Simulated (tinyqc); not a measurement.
Range and order of the fit: effective mass of the conduction band from tabulated energies.

c = hbar^2/2m0. A uniform scatter of up to 0.3 meV has been added to mimic numerical noise.
Constants: hbar^2/2m0 = 3.80998211 eV angstrom^2.

Energies along [110], from the band edge:

| k (1/angstrom) | E (meV) |
|---|---|
| 0.000000 | 0.00000 |
| 0.007100 | 5.17900 |
| 0.014200 | 19.85190 |
| 0.021300 | 43.73150 |
| 0.028400 | 74.97370 |
| 0.035500 | 112.38470 |
| 0.042600 | 154.20880 |
| 0.049700 | 199.32250 |
| 0.056800 | 247.78660 |

reference mass (curvature of the model at k = 0.0001 1/angstrom) = 0.037300 m0

Least-squares fits of E = a k^2 (+ b k^4 + d k^6) over points 1 to n, and the line y = c k^2/E against E; errors of m against the reference.

Results:

| n | E at point n (meV) | one term (%) | two terms (%) | three terms (%) | line (%) | rms residual, one term (meV) |
|---|---|---|---|---|---|---|
| 3 | 43.7 | 5.53 | 1.55 | -2.42 | -0.67 | 0.280 |
| 4 | 75.0 | 8.64 | 1.42 | 1.44 | -0.27 | 0.850 |
| 5 | 112.4 | 12.34 | 1.99 | 1.09 | -0.07 | 1.808 |
| 6 | 154.2 | 16.69 | 2.67 | 1.31 | -0.04 | 3.330 |
| 7 | 199.3 | 21.57 | 3.73 | 1.39 | -0.11 | 5.418 |
| 8 | 247.8 | 26.65 | 5.50 | 1.29 | -0.13 | 7.864 |

What can be read from this table?

The error of the parabola goes from +5.53 to +26.65 % as the range widens, and at n = 8 its residual, 7.86 meV, is only 3.2 % of the top energy: a small residual does not vouch for the mass. Over the full range (n = 8) the best form is the line (0.13 %); the line errs by -0.67 % at n = 3 and -0.13 % at n = 8. Many terms on few points amplify the scatter: three terms err by -2.4 % at n = 3 but by +1.3 % at n = 8.

tinyqc: `OMP_NUM_THREADS=1 python tinyqc.py 1851270 1851271 out.jsonl`; about 0.01 s, one thread, shared Intel(R) Xeon(R) Processor @ 2.30GHz.
